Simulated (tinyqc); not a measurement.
Thermophotovoltaic cell, detailed-balance limit: two steps of the calculation.

Every photon above the gap Eg makes one pair and none below is absorbed; carriers thermalise at T and move without loss. Jsc = q F Phi(Eg, Ts); the dark current is J0 = q ge Phi(Eg, T)/ERE with the Boltzmann factor exp(V/Vt). Photons below the gap return to the emitter with reflectance Rf, and the efficiency is the electrical power over the radiant power not returned (luminescence back to the emitter is not credited).

Inputs (values chosen for the exercise):
```
symbol,value,unit,meaning
T,320,K,cell temperature
Ts,1200,K,emitter temperature
F,0.57,,share of the hemisphere filled by the emitter
Rf,0.99,,reflectance for photons below the gap
ERE,0.01,,external radiative efficiency
ge,1,,number of faces that emit
Eg,1.23,eV,band gap
```

Constants: q = 1.602176634e-19 C, kB = 1.380649e-23 J/K, h = 6.62607015e-34 J s, c = 299792458 m/s. Results are converted to the units shown.

Question 1. Photocurrent, dark current and incident power. Photon flux above E from a black body at temperature T into a hemisphere: Phi(E, T) = A sum_k exp(-k E/th)[E^2 th/k + 2 E th^2/k^2 + 2 th^3/k^3], k = 1, 2, ..., with th = kB T/q in eV and A = 2 pi q^3/(h^3 c^2). Jsc = q F Phi(Eg, Ts), J0 = q ge Phi(Eg, T)/ERE. Pin = F sigma Ts^4, sigma = 2 pi^5 kB^4/(15 h^3 c^2). Power above the gap: Pg = F A q sum_k exp(-k Eg/th)[Eg^3 a + 3 Eg^2 a^2 + 6 Eg a^3 + 6 a^4], a = th/k at Ts; power not returned Pab = Pin - Rf (Pin - Pg).

Wanted: Jsc; J0; Pin; Pab.

Answer 1.

Jsc = 11.40 mA/cm^2
J0 = 2.936e-12 mA/cm^2
Pin = 6702 mW/cm^2
Pab = 82.26 mW/cm^2

Question 2. Maximum power point by substitution. v = Vmp/Vt solves (1 + v) exp(v) = 1 + Jsc/J0; v(new) = ln[(1 + Jsc/J0)/(1 + v)].

v after iteration 1 = 28.987326
Jsc = 11.397246 mA/cm^2
J0 = 2.9360557e-12 mA/cm^2

Wanted: v after iteration 2.

Answer 2.

v after iteration 2 = 25.59

tinyqc, about 0.01 s, one thread, Intel Xeon 2.30GHz (shared host): `OMP_NUM_THREADS=1 python tinyqc.py 2820001 2820002 out.jsonl`
